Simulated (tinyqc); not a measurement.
Mobility of a non-polar semiconductor in the relaxation-time approximation: one step, computed by the program tinyqc. Command: `OMP_NUM_THREADS=1 python tinyqc.py 3011583 3011584 out.jsonl rta walk`. One thread of a shared host (Intel(R) Xeon(R) Processor @ 2.30GHz), about 0.01 s of CPU time with the checks.

Each valley is treated as a sphere of mass m_d for states and rates, with one isotropic relaxation time; the conductivity mass m_c sets the current.

Problem. Rates at a few energies. Kane band: hbar^2 k^2/(2 m) = E (1 + alpha E), speed v = hbar k/(m (1 + 2 alpha E)), states per spin, volume and energy g(E) = m k (1 + 2 alpha E)/(2 pi^2 hbar^2); overlap factors are set to 1. Here m = m_d. Masses are multiplied by m_0 and all formulas are in SI units. Phonon occupation N_q = 1/(exp(hbar w/(k_B T)) - 1). Acoustic deformation potential (elastic, equipartition, absorption and emission together): 1/tau = 2 pi k_B T D_A^2 g(E)/(hbar rho v_l^2). Optical or intervalley deformation potential: 1/tau = (pi Z_f D_o^2/(rho w)) [N_q g(E + hbar w) + (N_q + 1) g(E - hbar w)], with g = 0 below the band edge. Each optical term is multiplied by (1 - f(E'))/(1 - f(E)), E' the final energy, for Pauli blocking. Singly charged impurities, momentum relaxation: 1/tau = N_I e^4 m (1 + 2 alpha E) Phi/(8 pi (eps_s eps_0)^2 hbar^3 k^3), with alpha = 0 for a parabolic band. Brooks-Herring: Phi = ln(1 + b) - b/(1 + b), b = 4 k^2 L_s^2. Alloy disorder: 1/tau = (2 pi/hbar) Omega x (1 - x) U^2 g(E), Omega = a^3/4 (other conventions for Omega rescale U).

Inputs (values chosen for the exercise, modelled on electrons in silicon): non-parabolicity alpha = 0.47 1/eV; static permittivity eps_s = 11.7; density rho = 2329 kg/m^3; sound velocity v_l = 9160 m/s; acoustic deformation potential D_A = 9.2 eV; phonon energy hbar w = 57.5 meV; optical or intervalley deformation potential D_o = 5.2 1e8 eV/cm; final valleys Z_f = 5; temperature T = 200 K; alloy fraction x = 0.27; alloy potential U = 0.67 eV; lattice constant a = 5.64 angstrom.

Band: Kane. Impurity formula: Brooks-Herring. Further scattering: alloy.

reduced Fermi level eta = -11.52195

density-of-states mass m_d = 0.3178541 m_0

ionised impurity density N_I = 4.382353e+14 1/cm^3

screening length L_s = 272.5641 nm

Constants: k_B = 8.617333262e-05 eV/K; k_B = 1.380649e-23 J/K; e = 1.602176634e-19 C; hbar = 1.054571817e-34 J s; m_0 = 9.1093837015e-31 kg; hbar = 6.582119569e-16 eV s; eps_0 = 8.8541878128e-12 F/m.

Give: Rates (1e12/s) at E = (max(eta, 0) + 0.5, 1, 2, 4) k_B T.

Solution.

Rates (1e12/s) at E = (max(eta, 0) + 0.5, 1, 2, 4) k_B T:
```
E (meV)  acoustic  optical  ionised impurity   alloy
8.617      0.6534   0.2088           0.12330  2.1682
17.235     0.9334   0.2241           0.04707  3.0971
34.469     1.3465   0.2534           0.01792  4.4677
68.939     1.9795   2.6028           0.00682  6.5683
```
